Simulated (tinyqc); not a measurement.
Isochronal anneals: hydrogen passivation of interface dangling bonds: competing passivation and dissociation with distributed barriers. Computed by tinyqc, a small Python program. Command: `OMP_NUM_THREADS=1 python tinyqc.py 3029699 3029700 out.jsonl passiv walk`. One thread of a shared host (Intel(R) Xeon(R) Processor @ 2.30GHz), about 0.02 s of CPU time with the checks.

P_b + H2 gives P_bH + H at the rate k_f [H2]; P_bH gives P_b + H at the rate k_d. All defects start unpassivated. E_f and E_d are Gaussian and independent.

Inputs (values chosen for the exercise, close to those used for P_b centres at the silicon-oxide interface):

| quantity | value | unit |
|---|---|---|
| passivation prefactor k_f0 | 8.7e-08 | cm^3/s |
| mean passivation barrier E_f | 1.47 | eV |
| spread sigma_f | 0.051 | eV |
| dissociation prefactor k_d0 | 7.9e+12 | 1/s |
| mean dissociation barrier E_d | 2.61 | eV |
| spread sigma_d | 0.12 | eV |
| H2 in the oxide per atm, solubility factor | 1.7e+18 | 1/(cm^3 atm) |
| hydrogen pressure p | 0.03 | atm |
| anneal time t | 83 | s |

Constants: k_B = 8.617333262e-05 eV/K.

Method:
- [H2] = solubility factor x p; a = k_f0 [H2] exp(-E_f/(k_B T)), d = k_d0 exp(-E_d/(k_B T)). For one pair of barriers the active share is y = [d + a exp(-(a + d) t)]/(a + d).
- Temperatures in kelvin are T(C) + 273.15.
- Average y over both Gaussians with 40 x 40 Gauss-Hermite points.
- Minimise the averaged y over T between 150 and 900 C: find where ln y is equal at T - 0.05 and T + 0.05 C; T is rounded to 0.1 C.

best temperature = 480.3 C

Active share after the time t:

| T (C) | a (1/s) | d (1/s) | single barriers | distributed |
|---|---|---|---|---|
| 200 | 9.7571e-07 | 1.2505e-15 | 9.9992e-01 | 9.9982e-01 |
| 250 | 3.0606e-05 | 5.6771e-13 | 9.9746e-01 | 9.9522e-01 |
| 300 | 5.2626e-04 | 8.8629e-11 | 9.5726e-01 | 9.3237e-01 |
| 350 | 5.7325e-03 | 6.1522e-09 | 6.2139e-01 | 5.7690e-01 |
| 400 | 4.3793e-02 | 2.2747e-07 | 2.6392e-02 | 9.6547e-02 |
| 450 | 2.5256e-01 | 5.1052e-06 | 2.0214e-05 | 1.8976e-03 |
| 500 | 1.1612e+00 | 7.6620e-05 | 6.5981e-05 | 4.4257e-04 |
| 600 | 1.4532e+01 | 6.8051e-03 | 4.6807e-04 | 2.0349e-03 |
| 700 | 1.0820e+02 | 2.4037e-01 | 2.2167e-03 | 7.0000e-03 |
| 800 | 5.5412e+02 | 4.3694e+00 | 7.8236e-03 | 1.9141e-02 |

What follows from these numbers?

The distributed share is least at 500 C among these rows, 4.4e-4, and the search puts the optimum at 480.3 C. On the cold side defects with high E_f survive; on the hot side dissociation, with the larger barrier, gains on passivation with an energy E_d - E_f = 1.14 eV. In that row single barriers give 6.6e-5, so the spread raises the floor. Caution: atomic hydrogen, which both passivates and depassivates, and further passivation during cooling are left out. Caution: shares below about 1e-3 in these rows are formal; measured passivation levels off well above them.

Extremes, crossings and ranges named in words are read from the listed rows.
